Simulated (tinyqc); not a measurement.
# From largest remaining step back to polish time t

Model: chemical-mechanical planarisation: Preston law, pattern density and step-height reduction. Computed by tinyqc, a small Python program. Command: `OMP_NUM_THREADS=1 python tinyqc.py 3024474 3024475 out.jsonl cmp inv`. One thread of a shared host (Intel(R) Xeon(R) Processor @ 2.30GHz), about 0.03 s of CPU time with the checks.

A row of 8 cells, repeated periodically, holds raised features that cover a share rho of each cell.

Inputs (values chosen for the exercise, close to those used for oxide polishing):

| quantity | value | unit |
|---|---|---|
| Preston coefficient K | 2.5e-13 | 1/Pa |
| pressure P | 28 | kPa |
| platen and carrier speed | 60 | rpm |
| distance between the centres | 20 | cm |
| initial step height h0 | 640 | nm |
| contact height h_c | 140 | nm |
| film above the raised areas z0 | 1300 | nm |
| cell size | 1.5 | mm |
| planarisation length | 3.7 | mm |

local pattern densities, cell by cell: 0.7  0.5  0.8  0.8  0.1  0.8  0.25  0.7

Method:
- With equal rotation speeds the relative speed is uniform, v = omega r_c; Preston rate R0 = K P v.
- The stiff pad averages the density: rho_eff(i) = sum_j w_ij rho_j / sum_j w_ij, w = exp(-2 d^2/L^2), L the planarisation length and d the distance between cell centres, summed over all periodic images of cell j.
- While h > h_c only raised areas polish, at R0/rho_eff, until t_c = rho_eff (h0 - h_c)/R0. After that h = h_c exp(-(t - t_c)/tau), tau = rho_eff h_c/R0; low areas polish at R0 (1 - h/h_c) and raised areas at R0 [1 + (1 - rho_eff) h/(rho_eff h_c)]. Removed from raised areas after t_c: h0 - h_c + R0 (t - t_c) + (1 - rho_eff)(h_c - h); from low areas: R0 (t - t_c) - rho_eff (h_c - h). Film left = z0 less the removal from raised areas.

Question. A run gave the result below. Find the polish time t, known to lie between 30 and 68 s.

largest remaining step = 125.3187 nm

Answer.

Each step takes the trial c = (a f_b - b f_a)/(f_b - f_a), f being the result less the target and a, b, c the logarithms of the listed values; c replaces end b, the old b replaces a if the sign of f changed, and otherwise f_a is halved.

Scan of the range:

| polish time t (s) | largest remaining step (nm) |
|---|---|
| 30.0 | 238.409 |
| 34.4 | 179.509 |
| 39.4 | 115.095 |
| 45.2 | 66.101 |
| 51.8 | 35.167 |
| 59.3 | 17.167 |
| 68.0 | 7.472 |

False position (Illinois rule, in the logarithm of the input) inside the bracket:

| step | end a | end b | trial | largest remaining step (nm) |
|---|---|---|---|---|
| 1 | 34.4000 | 39.4000 | 38.5604 | 124.716 |
| 2 | 34.4000 | 38.5604 | 38.4647 | 125.862 |
| 3 | 38.5604 | 38.4647 | 38.5101 | 125.318 |
| 4 | 38.4647 | 38.5101 | 38.5100 | 125.319 |
| 5 | 38.4647 | 38.5100 | 38.5100 | 125.319 |
| 6 | 38.5100 | 38.5100 | 38.5100 | 125.319 |

Largest remaining step falls at every point of a 13-point scan of the range (every second point is shown), so one value fits; it is bracketed by 34.4 and 39.4. Answer: polish time t = 38.51 s.
